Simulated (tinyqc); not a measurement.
Surface orientation and number of bands: six-band hole subbands of a thin body in a field.

Basis X, Y, Z times spin, hole energies counted downwards from the unstrained edge (the hydrostatic shift is left out), c = hbar^2/2m0. For a symmetric tensor T let C(T) have C_XX = L Txx + M (Tyy + Tzz), C_XY = N Txy (cyclic), L = c (g1 + 4 g2), M = c (g1 - 2 g2), N = 6 c g3. k = q + kz n, n the unit normal, q = k1 u + k2 v with u along the channel [1-10] and v = n x u. H = C(k k^T) + (Dso/3)(1 - L.sigma) - B + e F z with (L_k)_ij = -i epsilon_kij; B is the block C built from the traceless strain with 2b, -b and sqrt(3) d in place of L, M, N. Strain: exx = eyy = (s11 + s12) sx/2, ezz = s12 sx, exy = -s44 sx/4. Hard walls at z = 0 and t; basis sin(j pi z/t), j = 1 to Nz: kz^2 = (j pi/t)^2, kz = -i D with D_jl = 4 j l/(t (j^2 - l^2)), z_jj = t/2 and z_jl = -8 t j l/(pi (j^2 - l^2))^2 for j + l odd; 1 MV/cm = 0.01 eV/angstrom.

Nz = 14. E1 is the top subband at q = 0, gap the distance to the next pair, and the masses are c q^2/(E(q) - E1) at |q| = 0.02 1/angstrom (mean of the spin pair) along the channel [1-10] and across it in the plane; a dash marks a band that does not rise.

Constants: hbar^2/2m0 = 3.80998211 eV angstrom^2.

Inputs chosen for the exercise (near those of a p-type Si channel; shifted at random, so the results belong to these values and not to a real crystal): g1 = 4.28 (Luttinger gamma1); g2 = 0.34 (gamma2); g3 = 1.44 (gamma3); Dso = 0.043 eV (spin-orbit splitting); b = -2.11 eV (tetragonal potential); d = -4.8 eV (trigonal potential); S = (7.82, -2.12, 12.57) 1/TPa (compliances s11, s12, s44); t = 65 angstrom (body thickness); F = 0 MV/cm (field across the body); sx = 1 GPa (stress along the channel [1-10], negative in compression).

Three faces, six bands; and four bands, with Dso set to 1000 eV.

Cases:

| case |
|---|
| (001) 6 bands |
| (001) 4 bands |
| (110) 6 bands |
| (110) 4 bands |
| (111) 6 bands |
| (111) 4 bands |

Rank the cases by E1 (meV), lowest first.

Answer: (111) 6 bands, (111) 4 bands, (110) 6 bands, (001) 6 bands, (001) 4 bands, (110) 4 bands.

Results:

| case | E1 (meV) | gap (meV) | m channel | m across |
|---|---|---|---|---|
| (001) 6 bands | 21.1 | 22.1 | 2.707 | 0.261 |
| (001) 4 bands | 22.4 | 31.4 | 1.577 | 0.192 |
| (110) 6 bands | 18.3 | 30.3 | 0.255 | 0.265 |
| (110) 4 bands | 22.8 | 30.5 | 0.210 | 0.272 |
| (111) 6 bands | 2.6 | 38.5 | 0.481 | 0.149 |
| (111) 4 bands | 14.7 | 42.5 | 0.287 | 0.164 |

With six bands the top subband is shallowest on (111) (2.6 meV) and deepest on (001). Without the stress E1 would be 32.0, 10.3 and 12.5 meV, so the stress moves it by -11.0, 7.9 and -9.8 meV. The lightest channel mass is on (110) (0.255 m0). Dropping the split-off band moves E1 by 1.3, 4.6 and 12.0 meV and the gap by 9.4, 0.3 and 4.0 meV on the three faces, with Dso = 43 meV.

Program tinyqc; command `OMP_NUM_THREADS=1 python tinyqc.py 1252293 1252294 out.jsonl`; about 0.3 s on one thread of a shared Intel(R) Xeon(R) Processor @ 2.30GHz.
